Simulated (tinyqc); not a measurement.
Floating body of a partially depleted SOI transistor: body voltage and kink: two steps of the calculation.

Source at 0 V. Channel current Ic = 2 nf K Vt^2 [F(0) - F(Vd)](1 + la Vd), F(V) = ln^2(1 + exp((Vg - VT - nf V)/(2 nf Vt))), VT = VT0 - gb Vb. Saturation voltage Vs = 2 Vt sqrt(F(0)) + 3 Vt, excess Ve = (Vd - Vs + sqrt((Vd - Vs)^2 + 0.0004 V^2))/2, multiplication M1 = Ai Ve exp(-Bl/Ve). Each junction passes D(v) = J1 (exp(v/Vt) - 1) + J2 (exp(v/(2 Vt)) - 1). Bipolar current Ib = bb J1 (exp(Vb/Vt) - 1). The body settles where M1 (Ic + Ib) = D(Vb) + D(Vb - Vd) + Vb/Rb; drain current Id = (1 + M1)(Ic + Ib) - D(Vb - Vd).

Parameters, values chosen for the exercise; values of the order met in partially depleted silicon-on-insulator transistors:
```
symbol,value,unit,meaning
T,330,K,temperature
VT0,0.35,V,threshold at zero body voltage
gb,0.21,,fall of the threshold per volt of body voltage
nf,1.19,,slope factor
K,330,uA/(V^2 um),gain factor per width
la,0.1,1/V,channel-length modulation factor
Ai,3.46,1/V,impact-ionisation prefactor
Bl,4.8,V,impact-ionisation voltage
J1,1.2e-12,uA/um,diffusion saturation current of each junction
J2,4.8e-9,uA/um,recombination saturation current of each junction
bb,0,,gain of the lateral bipolar transistor on the diffusion current
Rb,1e9,kohm um,"resistance of a weak body tie to the source (1e9 stands for no tie, and the term is then dropped)"
Vg,0.32,V,gate voltage
Vd,2.3,V,drain voltage
```

Constants: q = 1.602176634e-19 C, kB = 1.380649e-23 J/K, Vt = kB T/q. Results are converted to the units shown.

Question 1. New Vb. Current into the body I_in = M1 (Ic + Ib) - D(Vb - Vd), current out I_out = D(Vb) + Vb/Rb; f = ln(I_in/I_out), s = df/dVb by central differences over 1e-5 V, Vb(new) = Vb - f/s.

Vb after iteration 1 = 0.80906656 V

Wanted: Ic; Ve; M1; I_in; I_out; f; s; Vb after iteration 2.

Answer 1.

Ic = 3.734 uA/um
Ve = 2.090 V
M1 = 0.7279
I_in = 2.718 uA/um
I_out = 2.732 uA/um
f = -0.005045
s = -32.85 1/V
Vb after iteration 2 = 0.8089 V

Question 2. Drain current with floating and with grounded body. Id and VT at the converged Vb, Id at Vb = 0, their ratio, and the bipolar share Ib/(Ic + Ib).

converged Vb = 0.80891297 V

Wanted: VT; Id, floating; Id, grounded; ratio; bipolar share.

Answer 2.

VT = 0.1801 V
Id, floating = 6.450 uA/um
Id, grounded = 0.3539 uA/um
ratio = 18.22
bipolar share = 0.000 %

The body rises to 0.809 V and lowers the threshold by 170 mV.

Range of the model: The multiplication law is an empirical form chosen for the exercise; self-heating and capacitive coupling to the body are left out, and the linear laws are rough once Vb passes about 0.7 V or M1 about 0.1.

Program tinyqc, `OMP_NUM_THREADS=1 python tinyqc.py 2182015 2182016 out.jsonl`; Intel Xeon 2.30GHz, shared host, one thread, about 0.2 s.
